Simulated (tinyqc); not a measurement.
What moves the results: Bethe-Salpeter matrix of a two-band square lattice (Tamm-Dancoff form). A value that a table varies takes the place of the one given here.

One valence and one conduction band, lattice period 1, mesh k = 2 pi j/N along each axis (first index slowest). Pair energies D(k) = Eg + 2 t sum(1 - cos k), t = tc + tv. Screened attraction W(R) = U at R = 0 and V/|R| otherwise, R over the N x N cells with the nearest image; W(q) = sum_R W(R) cos(q R). H(k, k') = D(k) delta - W(k - k')/Nk + 2 J/Nk for singlets (J = 0 for triplets), Nk the number of k points. With a constant transition dipole the strength of a state is f = (sum_k A_k)^2/Nk, and the f sum to 1.

Inputs chosen for the exercise:
- Eg = 4.3 eV (quasiparticle gap)
- tc = 0.11 eV (conduction hopping)
- tv = 0.19 eV (valence hopping)
- U = 1.17 eV (attraction in the same cell)
- V = 0.53 eV (attraction at one cell distance)
- J = 0.56 eV (exchange in the same cell)
- fs = (0.2, 0.4, 0.7, 1, 1.4, 2, 2.6) (scale factors of U and V)

## Convergence with the k mesh

Lowest triplet and singlet, and f of the singlet, against N.

Results:
```
N,Eg - E triplet (eV),Eg - E singlet (eV),f singlet
3,0.6157,0.4186,0.0726
4,0.5316,0.3491,0.0544
6,0.4850,0.2875,0.0470
9,0.4777,0.2569,0.0548
14,0.4774,0.2517,0.0591
22,0.4774,0.2516,0.0593
36,0.4774,0.2516,0.0593
```

What does this show, and why?

The coarsest mesh misjudges the singlet binding by +0.1670 eV against the finest: a mesh of N points along an axis repeats the pair every N cells. The triplet is within 1 meV of the last row from N = 9 on. The singlet is within 1 meV of the last row from N = 14 on. The more tightly bound triplet is the smaller object in R, so it needs no more points than the singlet.

## Strength of the attraction

Triplets, N = 24; U and V scaled together, as weaker screening would do. f is the weight at R = 0.

Results:
```
scale,U/t,binding (eV),f,Eg - second level (eV)
0.20,0.78,0.0295,0.042,0.0032
0.40,1.56,0.1001,0.131,0.0188
0.70,2.73,0.2624,0.300,0.0512
1.0,3.90,0.4774,0.471,0.1057
1.4,5.46,0.8232,0.648,0.2048
2.0,7.80,1.4172,0.801,0.4033
2.6,10.14,2.0570,0.876,0.6551
```

How do the results move?

The binding grows with exponent 1.76 between scales 0.2 and 0.4 and 1.42 over the last two rows (about 2 for a wide, hydrogen-like pair, 1 for a pair held in one cell). f rises from 0.042 to 0.876. On this mesh a second level lies below the gap from scale 0.2 on; in an infinite lattice the tail V/|R| binds a whole series at any scale. 

## What each parameter does

N = 24: lowest singlet, its binding and f, and the singlet-triplet splitting. Each row changes one parameter from the base and keeps the others.

Results:
```
case,singlet (eV),binding (eV),f,splitting (eV)
base,4.0484,0.2516,0.059,0.2258
Eg = 4.5 eV,4.2484,0.2516,0.059,0.2258
tc = 0.14 eV,4.0571,0.2429,0.058,0.2053
tv = 0.11 eV,4.0203,0.2797,0.061,0.2994
U = 0.94 eV,4.0599,0.2401,0.042,0.1464
V = 0.63 eV,3.9828,0.3172,0.060,0.2072
J = 0.84 eV,4.0711,0.2289,0.027,0.2485
```

What can be read from the table?

The largest shifts from the base row, up to three for each result and ties (the steps differ in size, so this ranks the rows, not the parameters). singlet (eV): Eg +0.2000, V -0.0656, tv -0.0281. binding (eV): V +0.0656, tv +0.0281, J -0.0227; unchanged at the printed digits by Eg. f: J -0.032, U -0.017, tv +0.002; unchanged at the printed digits by Eg. splitting (eV): U -0.0794, tv +0.0736, J +0.0227; unchanged at the printed digits by Eg. At zero total momentum only the sum tc + tv enters.

(tinyqc, `OMP_NUM_THREADS=1 python tinyqc.py 1282196 1282197 out.jsonl`, Intel(R) Xeon(R) Processor @ 2.30GHz, 1 thread, shared host, about 0.7 s.)
